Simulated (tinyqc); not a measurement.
Delta-doped layer in the Thomas-Fermi potential: one step. Estimate from a V-shaped well. Four cases, with inputs chosen for the exercise.

Question. Near z = 0 the well is -depth + e F0 |z|, whose levels are a (c (e F0)^2/m_z)^(1/3) with a = 1.018793 (even) and 2.338107 (odd); c = hbar^2/2m0, m_z = ml, for the unprimed levels.

Constants: hbar^2/2m0 = 3.80998211 eV angstrom^2.

Give: levels 0 and 1.

Case 1.

Values chosen (out of a larger set: near those of a delta-doped layer in Si; not measured data): ml = 0.918 m0 (longitudinal mass); mt = 0.193 m0 (transverse mass).

e F0 = 0.03468233 eV/angstrom
depth = 0.208242 eV

Subbands:
```
label  valleys g  m_d (m0)     E (eV)  rms z (angstrom)
0              2  0.193000  -0.088180             6.755
0'             4  0.420920  -0.048988            16.335
1              2  0.193000  -0.009147            26.566
```

Answer.

levels 0 and 1 (eV): -0.0341  0.1914

Level 0 comes out 54 meV too high, since screening flattens the true well away from the plane, and level 1 lands above the rim at 0.

Case 2.

Values chosen (out of a larger set: near those of a delta-doped layer in Si; not measured data): ml = 0.927 m0 (longitudinal mass); mt = 0.192 m0 (transverse mass).

e F0 = 0.04677131 eV/angstrom
depth = 0.262785 eV

Subbands:
```
label  valleys g  m_d (m0)     E (eV)  rms z (angstrom)
0              2  0.192000  -0.114804             5.984
0'             4  0.421881  -0.064625            14.395
1              2  0.192000  -0.014068            22.177
```

Answer.

levels 0 and 1 (eV): -0.0509  0.2234

Level 0 comes out 64 meV too high, since screening flattens the true well away from the plane, and level 1 lands above the rim at 0.

Case 3.

Values chosen (out of a larger set: near those of a delta-doped layer in Si; not measured data): ml = 0.896 m0 (longitudinal mass); mt = 0.194 m0 (transverse mass).

e F0 = 0.03603691 eV/angstrom
depth = 0.213880 eV

Subbands:
```
label  valleys g  m_d (m0)     E (eV)  rms z (angstrom)
0              2  0.194000  -0.090023             6.748
0'             4  0.416922  -0.050522            16.057
1              2  0.194000  -0.009027            26.863
```

Answer.

levels 0 and 1 (eV): -0.0338  0.1994

Level 0 comes out 56 meV too high, since screening flattens the true well away from the plane, and level 1 lands above the rim at 0.

Case 4.

Values chosen (out of a larger set: near those of a delta-doped layer in Si; not measured data): ml = 0.918 m0 (longitudinal mass); mt = 0.189 m0 (transverse mass).

e F0 = 0.1481929 eV/angstrom
depth = 0.662053 eV

Subbands:
```
label  valleys g  m_d (m0)     E (eV)  rms z (angstrom)
0              2  0.189000  -0.325531             3.818
0'             4  0.416536  -0.197749             8.713
1              2  0.189000  -0.067344            11.831
2              2  0.189000  -0.014327            25.822
```

Answer.

levels 0 and 1 (eV): -0.2036  0.3902

Level 0 comes out 122 meV too high, since screening flattens the true well away from the plane, and level 1 lands above the rim at 0.

Computed by tinyqc, one run a case: `OMP_NUM_THREADS=1 python tinyqc.py N N+1 out.jsonl` with N = 1281317, 1281527, 1281711, 1281757; one thread of a shared Intel(R) Xeon(R) Processor @ 2.30GHz, about 0.2 s a run at most.
